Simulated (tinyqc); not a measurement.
# Berg model of reactive sputtering of a nitride or oxide: poisoning, hysteresis and pumping speed, step by step

A worked calculation. Computed by tinyqc, a small Python program that keeps every step. Command: `OMP_NUM_THREADS=1 python tinyqc.py 3027385 3027386 out.jsonl berg walk`. One thread of a shared host (Intel(R) Xeon(R) Processor @ 2.30GHz), about 0.02 s of CPU time with the checks. Intermediate numbers are printed to about 7 digits and carried at full precision; extremes and crossings named in words are read from the listed rows.

A diatomic gas reacts with bare metal on the target and on the collecting surfaces; ions remove metal and compound from the target. theta_t and theta_c are the compound fractions.

Inputs (values chosen for the exercise, close to those used for titanium nitride): ion current density J = 34 mA/cm^2; target area A_t = 240 cm^2; collecting area A_c = 2700 cm^2; metal yield Y_m = 0.5; compound yield Y_c = 0.15; sticking coefficient alpha = 0.31; reactive atoms per metal atom z = 1; gas mass M = 28 u; pumping speed S = 850 l/s; gas temperature T = 300 K; reactive partial pressure P = 0.063 Pa.

Constants: e = 1.602176634e-19 C; u = 1.6605390666e-27 kg; k_B = 1.380649e-23 J/K.

## Steady state at the pressure P

Ion flux j = J/e; gas flux F = P/sqrt(2 pi M k_B T). Target: (2/z) alpha F (1 - theta_t) = j Y_c theta_t. Sputtered flows F_c = j Y_c theta_t A_t, F_m = j Y_m (1 - theta_t) A_t. Collector: (2/z) alpha F (1 - theta_c) A_c + F_c (1 - theta_c) = F_m theta_c. Gas use Q = alpha F [(1 - theta_t) A_t + (1 - theta_c) A_c] + P S/(k_B T); 1 sccm = 4.4780e17 molecules/s. Rate R = F_m + F_c, given relative to j Y_m A_t.

ion flux j = 2.122113e+17 1/(cm^2 s)

gas flux F = 1.811110e+17 1/(cm^2 s)

theta_t = 0.7791314

theta_c = 0.9821306

gas use (sccm): target 6.64611, collector 6.04916, pump 28.87160

total flow Q = 41.56687 sccm

rate relative to clean metal = 0.4546080

The target is partly covered. The film is 98.2 % compound.

## Critical pumping speed

P is a single-valued function of the flow Q only if dQ/dP > 0 everywhere: S must exceed k_B T times the steepest fall of the surface terms with P.

pressure of the steepest fall = 0.02497700 Pa

critical pumping speed = 189.9018 l/s

S is 4.48 times the critical value: no hysteresis.

## Flow curve at three pumping speeds

The formulas are those given above.

Pressure as the free variable:
```
P (Pa)    theta_t    theta_c  relative rate  Q at S_c/4 (sccm)  Q at S_c (sccm)  Q at 2 S_c (sccm)
0.0012  0.0629615  0.2077123      0.9559270            5.67648          5.76863            5.89149
0.0025  0.1227941  0.3673179      0.9140441            9.61051          9.80248           10.05845
0.0050  0.2187296  0.5639688      0.8468893           13.70853         14.09248           14.60441
0.0087  0.3275692  0.7215383      0.7707016           16.03449         16.70256           17.59332
0.0150  0.4564921  0.8453798      0.6804555           16.74033         17.89217           19.42796
0.0250  0.5833043  0.9216166      0.5916870           16.14513         18.06487           20.62452
0.0400  0.6913325  0.9617757      0.5160672           15.13674         18.20832           22.30376
0.0620  0.7763657  0.9816289      0.4565440           14.32981         19.09075           25.43868
0.1000  0.8484695  0.9921502      0.4060714           14.01519         21.69413           31.93273
0.2000  0.9180238  0.9978514      0.3573833           15.25925         30.61714           51.09433
```

At S_c/4 the flow falls with pressure in 4 of the intervals: as the target poisons, less metal arrives to getter the gas. At 2 S_c it rises throughout. Coverages and rate depend on P alone, not on S. The collector converts before the target (theta_c = 0.85 at theta_t = 0.46), since the metal is spread over a larger area and no ions clean it. The rate tends to Y_c/Y_m = 0.300.

Checks made by the program: gas taken up by surfaces against gas bound in the growing film (relative difference below 1e-10).
